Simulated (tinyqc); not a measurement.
# Arrhenius plot from several rate windows

Emission rate en = sn vth(T) Nc(T) exp(-Et/kB T) = sn g T^2 exp(-Et/kB T), g = vth Nc/(300 K)^2, as vth goes as T^0.5 and Nc as T^1.5 (degeneracy factor 1). Each window ew gives the temperature where en = ew.

Parameters, values chosen for the exercise; material values those of a made-up semiconductor: conduction-band density of states at 300 K Nc = 3.23e19 cm^-3; thermal velocity at 300 K vth = 2.1e7 cm/s; depth of the trap below the conduction edge Et = 0.28 eV; capture cross-section sn = 1.5e-17 cm^2.

Constants: q = 1.602176634e-19 C, kB = 1.380649e-23 J/K. Results are converted to the units shown.

Results:
```
ew (1/s)	T peak (K)	q/kB T (1/eV)	ln(ew/T^2)	ln ew
1.7	153.47	75.614	-9.5364	0.53063
5.1	161.09	72.037	-8.5347	1.6292
47	178.93	64.855	-6.5238	3.8501
140	189.14	61.353	-5.5434	4.9416
430	200.86	57.775	-4.5414	6.0638
1300	213.83	54.271	-3.5602	7.1701
3900	228.36	50.817	-2.5931	8.2687
```

Estimate the missing row, ew = 15 1/s.

Computed row:
```
ew (1/s)	T peak (K)	q/kB T (1/eV)	ln(ew/T^2)	ln ew
15	169.31	68.539	-7.5554	2.7081
```

With this row back in the table: The peak rises from 153 to 228 K. ln(ew/T^2) against q/kB T is a straight line of slope -0.2800 eV, the trap depth. Its intercept gives sn = 1.50e-17 cm^2. Leaving out the T^2 gives 0.3121 eV, too high by about 2 kB T.

tinyqc, about 0.01 s, one thread, Intel Xeon 2.30GHz (shared host): `OMP_NUM_THREADS=1 python tinyqc.py 2050027 2050028 out.jsonl`
